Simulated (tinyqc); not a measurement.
What each parameter does: inversion layer as a triangular well, valleys of the Si type.

Six ellipsoidal valleys with their long axes along the cube axes, mass ml along the axis and mt across it. For a valley whose axis makes the angle theta with the surface normal, 1/m_z = cos^2(theta)/ml + sin^2(theta)/mt sets the confinement; in the plane the masses are m_1 = mt and m_2 = ml mt/m_z, and m_d = sqrt(m_1 m_2).

The field is taken as constant, e F = 4 pi (e^2/4 pi eps0)(Nd + eta Ns)/eps, with 1e12/cm^2 = 1e-4/angstrom^2, and the oxide as a hard wall at z = 0; c = hbar^2/2m0.

Level j of a valley lies at E_j = a_j (c (e F)^2/m_z)^(1/3) above the band edge at the surface, with the Airy zeros a_j = 2.338107, 4.087949, 5.520560, 6.786708, 7.944134, 9.022651, 10.040174, 11.008524, 11.936016, 12.828777, and has <z> = 2 E_j/(3 e F).

Subband i holds n_i = g m_d/(2 pi c) kB T ln(1 + exp((EF - E_i)/kB T)) (spin included), and EF is fixed by sum n_i = Ns over the levels listed or, where none are listed, over j = 0 to 9 of each group; 1e12/cm^2 = 1e-4/angstrom^2.

Constants: hbar^2/2m0 = 3.80998211 eV angstrom^2; e^2/(4 pi eps0) = 14.39964547 eV angstrom; kB = 8.617333262e-05 eV/K.

Inputs chosen for the exercise (near those of Si; the results hold for these values, not for the real material): ml = 0.905 m0 (longitudinal mass); mt = 0.186 m0 (transverse mass); eps = 11.5 (dielectric constant); Nd = 0.52 x 1e12/cm^2 (depletion charge); eta = 0.75 (share of Ns in the effective field); face = 100 (surface); Ns = 8.5 x 1e12/cm^2 (electron sheet density); T = 77 K (temperature).

Field, ladders and EF anew.

One parameter was then changed.

Results before and after:

| case | lowest E (eV) | EF (eV) | share of lowest (%) | <z> (angstrom) |
|---|---|---|---|---|
| base | 0.1850 | 0.2397 | 100.0 | 11.37 |
| changed | 0.1850 | 0.2346 | 100.0 | 11.37 |

Which of these changes was made? (a) Ns = 17 x 1e12/cm^2; (b) ml = 0.996 m0; (c) Nd = 0.26 x 1e12/cm^2; (d) T = 37 K; (e) eps = 10.3; (f) mt = 0.205 m0.

Answer: (f) mt = 0.205 m0. Of the candidates, run in turn, only this one gives the changed row.

All candidates:

| case | lowest E (eV) | EF (eV) | share of lowest (%) | <z> (angstrom) |
|---|---|---|---|---|
| base | 0.1850 | 0.2397 | 100.0 | 11.37 |
| Ns = 17 x 1e12/cm^2 | 0.2863 | 0.3957 | 100.0 | 9.14 |
| Nd = 0.26 x 1e12/cm^2 | 0.1803 | 0.2350 | 100.0 | 11.52 |
| T = 37 K | 0.1850 | 0.2397 | 100.0 | 11.37 |
| ml = 0.996 m0 | 0.1792 | 0.2339 | 100.0 | 11.01 |
| mt = 0.205 m0 | 0.1850 | 0.2346 | 100.0 | 11.37 |
| eps = 10.3 | 0.1991 | 0.2538 | 100.0 | 10.96 |

(tinyqc, `OMP_NUM_THREADS=1 python tinyqc.py 1251127 1251128 out.jsonl`, Intel(R) Xeon(R) Processor @ 2.30GHz, 1 thread, shared host, about 0.02 s.)
